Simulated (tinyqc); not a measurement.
Finnis-Sinclair potential for a bcc metal: fit to cohesion and elasticity, then vacancy, surfaces and structure: one step, computed by the program tinyqc. Command: `OMP_NUM_THREADS=1 python tinyqc.py 3112961 3112962 out.jsonl fsfit walk`. One thread of a shared host (Intel(R) Xeon(R) Processor @ 2.30GHz), about 0.01 s of CPU time with the checks.

E = (1/2) sum V(r) - A sqrt(rho), rho = sum phi(r), phi = (r - d)^2 for r < d, V = (r - c)^2 (c0 + c1 r + c2 r^2) for r < c. In bcc the 8 first neighbours lie at sqrt(3) a/2 and the 6 second at a; both cut-offs lie below the third shell; Omega = a^3/2; E is per atom and z the number of atoms in a shell. The four constants A, c0, c1, c2 are fitted to E_c, zero pressure, B and C12 - C44 alone, so C44 and C11 - C12 are not matched singly; defects are unrelaxed.

Task: Three linear equations for c0, c1, c2. With v_k = (r - c)^2 r^k the rows are (1/2) sum z v_k, (1/2) sum z r v_k' and (1/2) sum z r^2 v_k''. With rho1 = sum z r phi' and rho2 = sum z r^2 phi'' the right-hand sides are: -E_c + A sqrt(rho) (cohesion); A rho1/(2 sqrt(rho)) (zero pressure); 9 B Omega + A [rho2/(2 sqrt(rho)) - rho1^2/(4 rho^(3/2))] with B = (C11 + 2 C12)/3.

Inputs (values chosen for the exercise, modelled on tantalum): lattice constant a = 3.306 angstrom; cohesive energy E_c = 8.14 eV; target C11 = 258 GPa; target C12 = 159 GPa; pair cut-off c/a = 1.261.

rho = 17.79931 angstrom^2

A = 2.670666 eV/angstrom

rho1 = -93.20093 angstrom^2

rho2 = 262.3113 angstrom^2

Constants: 1 eV/angstrom^3 = 160.2176634 GPa.

Give: matrix; right-hand side.

Result:

matrix, rows cohesion, pressure, bulk modulus, columns c0, c1, c2:
$$\begin{pmatrix}
9.05 & 26.91 & 80.32 \\
-47.02 & -115.30 & -271.60 \\
131.16 & 120.12 & -314.01
\end{pmatrix}$$

right-hand side (eV): [3.13, -29.50, 200.65]
